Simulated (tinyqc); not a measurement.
Valley splitting of a silicon quantum well in envelope theory, step by step. Values are carried at full precision from step to step, so a last printed digit may differ when a step is redone from the rounded ones.

Constants: hbar^2/2m0 = 3.80998211 eV angstrom^2; kB = 8.617333262e-05 eV/K.

Values chosen for the exercise (near those of a strained Si well in SiGe; shifted at random, so the results belong to these values and not to a real crystal):
- k0 = 0.85 2 pi/a (valley position)
- a = 5.431 angstrom (lattice constant)
- ml = 0.899 m0 (mass along z)
- F = 9.5 mV/nm (field pressing towards the upper interface)
- w = 0.8 angstrom (interface width parameter)
- L = 98 angstrom (well width)
- V0 = 0.19 eV (conduction offset)
- C0 = 0.247 (Bloch overlap factor)
- Yb = 0.29 (Ge share of the barrier)
- Yw = 0.05 (Ge share of the well)
- ad = 160 angstrom (dot radius)

## Wave number and lengths

q = 2 k0 (2 pi/a), its wavelength, the field length (c/(ml e F))^(1/3) with c = hbar^2/2m0 and 1 mV/nm = 1e-4 eV/angstrom, and the damping factor y/sinh(y), y = pi q w, of a step smoothed as 1/(1 + exp(z/w)).

q = 1.9667 1/angstrom
wavelength = 3.195 angstrom
field length = 16.5 angstrom
damping factor = 0.0705

## The envelope

The well lies at 0 < z < L; U(z) = V0 [1/(1 + exp(z/w)) + 1/(1 + exp((L - z)/w))] - e F z, 1 mV/nm = 1e-4 eV/angstrom. The envelope psi solves -(c/ml) psi'' + U psi = E psi, c = hbar^2/2m0, by three-point differences on a grid of 0.1 angstrom from -40 to L + 40 angstrom. The two valleys at +/- k0 couple through D = C0 times the integral of exp(-i q z) U(z) psi^2, q = 2 k0 (2 pi/a), and split by Ev = 2|D|.

Two lowest levels, mean position, and psi^2 at both interfaces.

levels (meV): -60.84  -33.63

<z> = 77.0 angstrom
psi^2 at z = 0 and L (1/angstrom): 7.25e-08  0.00462

The field makes psi^2 at the upper interface 6.37e+04 times that at the lower one. The orbital spacing is 27.2 meV.

## Contributions to the coupling

Split D into the lower barrier, the upper barrier and the field term.

Parts of D (micro-eV):
```
part            real  imaginary   size
lower barrier  0.000      0.000  0.000
upper barrier  1.529      8.450  8.587
field term     0.001      0.105  0.105
```

## Valley splitting and phase

The inter-valley coupling D is the sum of the complex parts; Ev = 2|D|, the valley phase is arg D, and kB T equals Ev at T = Ev/kB.

Ev = 17.4 micro-eV
phase = 1.39 rad
T = 0.20 K

The upper barrier gives the largest part.

## Alloy disorder

Random alloy: with Y(z) = Yw + (Yb - Yw) B(z), B the bracket in U, and in-plane density exp(-r^2/ad^2)/(pi ad^2), D gains a random complex part of variance sigma^2 = (C0^2/pi)(a^2 V0/(8 ad (Yb - Yw)))^2 (4/a) times the integral of psi^4 Y (1 - Y). Alone it gives a mean splitting sqrt(pi) sigma; together with the smooth part the rms splitting is 2 sqrt(|D|^2 + sigma^2).

Give the integral, sigma, the mean splitting from disorder alone and the rms total.

integral = 0.00120 1/angstrom
sigma = 75.6 micro-eV
sqrt(pi) sigma = 133.9 micro-eV
rms splitting = 152.1 micro-eV

|D|/sigma = 0.12: disorder dominates, so the splitting scatters from dot to dot down to zero.

## Checks

- Lowest level for sharp walls and no field against the square well, meV: both 3.6.
- Size of one barrier part in that case against C0 V0 psi(0)^2/sqrt(q^2 + 4 kappa^2), micro-eV: 8.2 against 8.3.

Run: tinyqc, `OMP_NUM_THREADS=1 python tinyqc.py 1252221 1252222 out.jsonl`; Intel(R) Xeon(R) Processor @ 2.30GHz, one thread, shared host; about 0.2 s of CPU time with all checks.
